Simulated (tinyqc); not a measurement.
The network against temperature: hopping conduction between localised states. Computed by tinyqc, a small Python program. Command: `OMP_NUM_THREADS=1 python tinyqc.py 3018626 3018627 out.jsonl hop walk`. One thread of a shared host (Intel(R) Xeon(R) Processor @ 2.30GHz), about 0.01 s of CPU time with the checks.

Energies are counted from the Fermi level. A small network shows the mechanism; the laws of an infinite system follow.

Inputs (values chosen for the exercise, for a model defective oxide): localisation length xi = 1.5 nm; temperature T = 88 K.

Dimension: 2D.

sites of the small network (nm, nm, meV):
```
      x     y  energy
1     0  0.72   -0.97
2  1.78  1.99   -5.97
3   2.8  1.94    6.65
4  4.79  0.71  -11.31
5  6.01  2.18   -5.97
6   8.5  1.98    4.97
7   9.7  0.94     0.4
```

Constants: k_B = 8.617333262e-05 eV/K.

Method:
- Miller-Abrahams exponent s_ij = 2 r_ij/xi + (|E_i| + |E_j| + |E_i - E_j|)/(2 k_B T); G_ij = G_0 exp(-s_ij).
- Site 1 is held at potential 1 and site 7 at 0; Kirchhoff's law sum_j G_ij (u_i - u_j) = 0 fixes the others; G = sum_j G_1j (1 - u_j).
- Critical exponent s_c: the smallest value such that bonds with s_ij <= s_c connect site 1 with site 7.
- The last column is the length of the critical bond.

Network:

| T (K) | -ln(G/G_0) | s_c | critical hop (nm) |
|---|---|---|---|
| 26 | 8.2507 | 8.3103 | 4.2343 |
| 40 | 6.9175 | 7.3777 | 4.2343 |
| 62 | 5.9331 | 6.4780 | 3.2709 |
| 88 | 5.3773 | 5.4876 | 2.3394 |
| 130 | 4.9426 | 4.7225 | 2.3394 |
| 220 | 4.5695 | 4.0666 | 2.3394 |
| 440 | 4.3016 | 3.6192 | 2.4980 |

What follows from these numbers?

-ln(G/G_0) follows s_c within 0.7. The critical hop is 4.23 nm long at the lowest T and 2.50 nm at the highest: on cooling the carrier goes farther to find a site of nearer energy, which is variable-range hopping, though in so small a sample not at every step.

Extremes, crossings and ranges named in words are read from the listed rows.
